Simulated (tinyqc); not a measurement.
# Inputs raised by 10 %, one at a time

Model: BCS gap equation with a constant attraction inside the Debye window. Computed by tinyqc, a small Python program. Command: `OMP_NUM_THREADS=1 python tinyqc.py 3015494 3015495 out.jsonl bcs sens`. One thread of a shared host (Intel(R) Xeon(R) Processor @ 2.30GHz), about 0.02 s of CPU time with the checks.

Pairs attract with strength V for |xi| < k_B Theta; N(0) is the density of states for one spin. Energies are given as temperatures (E/k_B, in K) unless marked.

Inputs (values chosen for the exercise, modelled on tin):

| quantity | value | unit |
|---|---|---|
| coupling N(0)V | 0.244 | - |
| Debye temperature Theta | 197 | K |
| temperature T | 2.12 | K |
| Fermi velocity v_F | 2e+06 | m/s |
| electron density n | 14.1 | 1e28/m^3 |
| mean free path l | 120 | nm |
| junction resistance R_n | 0.14 | kilo-ohm |

Solver: secant.

Constants: k_B = 8.617333262e-05 eV/K; hbar = 1.054571817e-34 J s; k_B = 1.380649e-23 J/K; m_0 = 9.1093837015e-31 kg; eps_0 = 8.8541878128e-12 F/m; c = 299792458 m/s; e = 1.602176634e-19 C; h = 6.62607015e-34 J s.

Method:
- At T = 0 the gap equation 1/(N(0)V) = int_0^Theta d xi/sqrt(xi^2 + Delta^2) has the integral arcsinh(Theta/Delta), so Delta_0 = Theta/sinh(1/(N(0)V)); weak coupling gives 2 Theta exp(-1/(N(0)V)).
- Gap equation: 1/(N(0)V) = I(Delta, T) = int_0^Theta tanh(E/2T)/E d xi, E = sqrt(xi^2 + Delta^2); 64 Gauss-Legendre points in y with xi = max(Delta, T) sinh(y).
- T_c solves I(0, T_c) = 1/(N(0)V); the weak-coupling form is T_c = (2 e^C/pi) Theta exp(-1/(N(0)V)) with Euler's C = 0.5772157, and 2 Delta_0/T_c then tends to 2 pi e^-C = 3.528.
- Residual r = N(0)V I - 1, with Delta_0 = Theta/sinh(1/(N(0)V)). Secant steps in Delta^2, from Delta_0 and 0.9 Delta_0, with Delta^2 kept at or above 1e-6 K^2. Stop when |r| < 1e-9 or after 40 steps.
- xi_0 = hbar v_F/(pi Delta_0); lambda_L = sqrt(m_0 eps_0 c^2/(n e^2)); N(0) = 3 n/(2 m_0 v_F^2) for one spin; condensation energy N(0) Delta_0^2/2 = B_c^2/(2 mu_0), mu_0 = 1/(eps_0 c^2); with scattering lambda = lambda_L sqrt(1 + xi_0/l) in the local limit (where xi_0 and l both exceed lambda, nonlocal response makes the true depth larger); Ginzburg-Landau kappa = 0.96 lambda_L/xi_0 + 0.72 lambda_L/l. Free-electron mass throughout; heavier carriers, as in niobium or vanadium, give a larger lambda_L and kappa and can make the metal type II.
- Ambegaokar-Baratoff: I_c R_n = (pi Delta/(2e)) tanh(Delta/2T); Josephson energy E_J = hbar I_c/(2e), given as E_J/h; inductance hbar/(2 e I_c); thermal quasiparticle fraction x = n_qp/(2 N(0) Delta) = sqrt(2 pi T/Delta) exp(-Delta/T), valid for T well below Delta.

Runs:

| input moved | from | to | T_c (K) | coherence length xi_0 (nm) | critical field B_c(0) (mT) | critical current I_c (nA) |
|---|---|---|---|---|---|---|
| base run | - | - | 3.708 | 743.3 | 24.39 | 5204 |
| coupling N(0)V | 0.244 | 0.2684 | 5.382 | 511.9 | 35.42 | 8841 |
| Debye temperature Theta (K) | 197 | 216.7 | 4.079 | 675.7 | 26.83 | 6096 |
| temperature T (K) | 2.12 | 2.332 | 3.708 | 743.3 | 24.39 | 4755 |
| Fermi velocity v_F (m/s) | 2000000 | 2200000 | 3.708 | 817.6 | 22.18 | 5204 |
| electron density n (1e28/m^3) | 14.1 | 15.51 | 3.708 | 743.3 | 25.59 | 5204 |
| mean free path l (nm) | 120 | 132 | 3.708 | 743.3 | 24.39 | 5204 |
| junction resistance R_n (kilo-ohm) | 0.14 | 0.154 | 3.708 | 743.3 | 24.39 | 4731 |

Exponents ln(y'/y) / ln(x'/x):

| input | T_c | coherence length xi_0 | critical field B_c(0) | critical current I_c |
|---|---|---|---|---|
| coupling N(0)V | 3.909 | -3.912 | 3.912 | 5.561 |
| Debye temperature Theta | 1.000 | -1.000 | 1.000 | 1.660 |
| temperature T | 0.000 | 0.000 | 0.000 | -0.945 |
| Fermi velocity v_F | 0.000 | 1.000 | -1.000 | 0.000 |
| electron density n | 0.000 | 0.000 | 0.500 | 0.000 |
| mean free path l | 0.000 | 0.000 | 0.000 | 0.000 |
| junction resistance R_n | 0.000 | 0.000 | 0.000 | -1.000 |

Among the inputs moved here: T_c answers most in size to coupling N(0)V (exponent +3.909), next to Debye temperature Theta (+1.000); its exponent is below 0.0005 for temperature T, Fermi velocity v_F, electron density n, mean free path l, junction resistance R_n. Its exponent +1.000 in Debye temperature Theta: T_c scales with the phonon energy, the root of the isotope effect. Coherence length xi_0 answers most in size to coupling N(0)V (exponent -3.912), next to Debye temperature Theta (-1.000); its exponent is below 0.0005 for temperature T, electron density n, mean free path l, junction resistance R_n. Its exponent +1.000 in Fermi velocity v_F: xi_0 = hbar v_F/(pi Delta_0). Critical field B_c(0) answers most in size to coupling N(0)V (exponent +3.912), next to Debye temperature Theta (+1.000); its exponent is below 0.0005 for temperature T, mean free path l, junction resistance R_n. Critical current I_c answers most in size to coupling N(0)V (exponent +5.561), next to Debye temperature Theta (+1.660); its exponent is below 0.0005 for Fermi velocity v_F, electron density n, mean free path l. Its exponent -1.000 in junction resistance R_n: I_c R_n is fixed by the gap.

Caution (rows temperature T): T is not small against Delta, so the quasiparticle formula is only a rough guide.
